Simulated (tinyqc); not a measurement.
Inside a calculation. Method: Hubbard chain of 4 sites. Computed by tinyqc, a small Python program that keeps every step. Settings: hopping = 1.34, U = 7.1, mixing = 1, iteration cap = 74. Command: `OMP_NUM_THREADS=1 python tinyqc.py 29019 29020 out.jsonl` (the two numbers bound the seeds that draw the settings). One thread of a shared host (Intel(R) Xeon(R) Processor @ 2.60GHz), about 0.2 s of CPU time with the checks. Later iterations appear only in the table of the cycle.

## Mean-field iteration 1

one-body matrix (hopping and site energies) (eV):
```
,1,2,3,4
1,-0.510000,-1.340000,0.000000,0.000000
2,-1.340000,-0.820000,-1.340000,0.000000
3,0.000000,-1.340000,0.570000,-1.340000
4,0.000000,0.000000,-1.340000,-0.680000
```

U = 7.100000 eV

electrons, up and down: 2  2

mixing = 1

n(up) at the start (a guess, not normalised): 1 0.950000, 2 0.050000, 3 0.950000, 4 0.050000

n(down) at the start (a guess): 1 0.050000, 2 0.950000, 3 0.050000, 4 0.950000

H(up) = T + U n(down), H(down) = T + U n(up); fill the lowest levels; n(new) = n + mixing (n(out) - n); E = tr T (rho up + rho down) + U sum n_up n_down of the output.

levels, up (eV): -0.520387  0.402523  6.130236  6.747628

levels, down (eV): -1.023648  -0.451951  6.446370  7.789230

energy = -2.945231 eV

n(up) after iteration 1: 1 0.962404, 2 0.082585, 3 0.905508, 4 0.049504

n(down) after iteration 1: 1 0.033178, 2 0.943842, 3 0.049297, 4 0.973683

## Mean-field iteration 2

As before.

levels, up (eV): -0.625902  0.393001  6.193991  6.798910

levels, down (eV): -0.874661  -0.399806  6.518860  7.515607

energy = -2.946559 eV

n(up) after iteration 2: 1 0.963273, 2 0.082603, 3 0.907304, 4 0.046819

n(down) after iteration 2: 1 0.034236, 2 0.939836, 3 0.054111, 4 0.971817

## Mean-field iteration 3

As before.

levels, up (eV): -0.618894  0.421221  6.172965  6.784708

levels, down (eV): -0.879941  -0.412025  6.525271  7.526696

energy = -2.946603 eV

n(up) after iteration 3: 1 0.962961, 2 0.083720, 3 0.905890, 4 0.047429

n(down) after iteration 3: 1 0.034184, 2 0.939951, 3 0.053834, 4 0.972030

## Convergence

Each step fills the lowest levels of T + U n(other spin) and sets n(new) = n + mixing (n(out) - n); stop when output and input agree to 1e-8.

Course of the cycle:
```
iteration,E (eV),largest |n(out) - n(in)|,mean |n_up - n_down|
1,-2.94523069,4.45e-02,0.892718
2,-2.94655908,4.81e-03,0.891115
3,-2.94660341,1.41e-03,0.890416
4,-2.94660534,1.93e-04,0.890323
5,-2.94660543,6.09e-05,0.890291
6,-2.94660543,8.69e-06,0.890287
7,-2.94660543,2.71e-06,0.890285
8,-2.94660543,3.99e-07,0.890285
9,-2.94660543,1.22e-07,0.890285
10,-2.94660543,1.81e-08,0.890285
11,-2.94660543,5.50e-09,0.890285
```

local moments n_up - n_down: 1 0.928683, 2 -0.856037, 3 0.851887, 4 -0.924533

Converged in 11 iterations. Before convergence this energy mixes input and output and is not variational, so it may rise towards its limit.

## Exact diagonalisation (36 states)

Lowest levels of the sector, and the double occupancy of the lowest state.

lowest levels (eV): -3.590889  -3.002450  -2.372578  -2.079064  -1.733728  -1.440000

double occupancy per site = 0.061276

The mean-field solution above lies 0.6443 eV above the exact energy.

## The lowest level by Lanczos steps

From a random start vector (not printed): a_j = <q_j|H|q_j>, b_j = norm of the remainder after orthogonalising; the Ritz value is the lowest eigenvalue of the tridiagonal matrix of a and b so far.

Lanczos:
```
j,a_j (eV),b_j (eV),lowest Ritz value (eV)
1,4.518355,5.271593,4.51835528
2,5.413843,6.674589,-0.32447491
3,7.219454,3.731559,-2.81518764
4,5.473819,4.851713,-3.21915245
5,5.737450,5.778075,-3.39744363
6,7.661424,4.300921,-3.53302003
7,6.914501,3.165354,-3.57980213
8,7.433665,3.893920,-3.58580908
9,5.690143,5.594068,-3.58701335
10,3.207204,3.346792,-3.58878618
```
